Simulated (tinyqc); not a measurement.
Resistance of a source-drain extension with a graded tip: two steps of the calculation.

y runs along the channel, the gate covers y > 0. The doping is N0 for y < y0 and N0 10^(-(y - y0)/la) beyond, uniform over the depth xj. Sheet conductance s(y) = q mu(N) max(N - Nch, 0) xj + (for y > 0) ma Cox Vo, with mu(N) = u0 + (u1 - u0)/(1 + (N/Nr)^au) and Cox = eps0 eox/tox. Current is taken as one-dimensional; depletion of the tip, spreading and the contact are left out. The metallurgical junction lies at yj, where N = Nch.

Inputs (values chosen for the exercise); mobility law close to that of electrons in silicon: relative permittivity of the gate insulator (close to aluminium oxide) eox = 9.09; insulator thickness tox = 2.8 nm; active doping of the extension far from the gate N0 = 2.6e20 cm^-3; lateral abruptness la = 6 nm/decade; position under the gate where the fall begins (gate edge at 0) y0 = 4.7 nm; depth of the extension xj = 27 nm; channel doping Nch = 8.5e17 cm^-3; gate overdrive Vo = 0.66 V; mobility of the gate-induced layer ma = 110 cm^2/(V s); mobility at low doping u1 = 1414 cm^2/(V s); mobility at high doping u0 = 68.5 cm^2/(V s); reference doping Nr = 9.2e16 cm^-3; exponent au = 0.711; gate length Lg = 60 nm.

Constants: q = 1.602176634e-19 C, eps0 = 8.8541878128e-14 F/cm where lengths are in cm. Results are converted to the units shown.

Problem 1. Sheet resistances and junction position. yj = y0 + la log10(N0/Nch); sheet resistance of the full extension 1/[q mu(N0)(N0 - Nch) xj] and of the gate-induced layer 1/(ma Cox Vo); metallurgical length Lg - 2 yj; ye is where the doped and the gate-induced conductances are equal.

Find: yj; sheet resistance of the extension; sheet resistance of the induced layer; metallurgical length; ye; N at ye.

Solution 1.

yj = 19.61 nm
sheet resistance of the extension = 121.8 ohm/square
sheet resistance of the induced layer = 4792 ohm/square
metallurgical length = 20.77 nm
ye = 15.61 nm
N at ye = 3.956e18 cm^-3

The gate takes over 4.01 nm before the junction, where N is still 4.65 times the channel doping.

Problem 2. Resistance of the overlapped part. Midpoint rule on 8 equal steps from 0 to yj: R_ov = sum h/s(y), per width.

Find: y; N; doped conductance; sheet resistance; R_ov.

Solution 2.

```
point  y (nm)  N (cm^-3)  doped conductance (uS)  sheet resistance (ohm/square)
0      1.2258  2.6000e20                  8207.9                         118.81
1      3.6775  2.6000e20                  8207.9                         118.81
2      6.1292  1.5024e20                  4876.0                         196.67
3      8.5808  5.8637e19                  2050.0                         442.73
4      11.032  2.2885e19                  901.94                         900.39
5      13.484  8.9320e18                  414.53                         1604.6
6      15.936  3.4861e18                  185.75                         2535.3
7      18.387  1.3606e18                  53.282                         3817.3
```

R_ov = 23.866 ohm um

Computed by the program tinyqc: `OMP_NUM_THREADS=1 python tinyqc.py 2282066 2282067 out.jsonl`, one thread of a shared Intel Xeon 2.30GHz, about 0.03 s for the whole run.
